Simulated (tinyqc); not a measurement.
# Permittivity and interface capacitance from two thicknesses

Problem. 1/C = t/(eps0 ek) + 2/ci for planar capacitors that differ only in thickness. Find ek, ci and the EOT of the interfaces, 2 x 3.9 eps0/ci.

Constants: eps0 = 8.8541878128e-14 F/cm where lengths are in cm. Results are converted to the units shown.

C at t = 8.4 and 25 nm (uF/cm^2): [8.8222173, 2.9994057]

Answer. 1/C is a straight line in t: the slope gives ek and the intercept 2/ci. A single thickness would give only the effective permittivity; when the interfaces are a small part of 1/C, ci needs very accurate data.

ek = 85.2
ci = 1.00e3 uF/cm^2
EOT of the interfaces = 0.00691 nm

Numbers from tinyqc (`OMP_NUM_THREADS=1 python tinyqc.py 2102004 2102005 out.jsonl`; about 0.01 s on one thread of a shared Intel Xeon 2.30GHz).
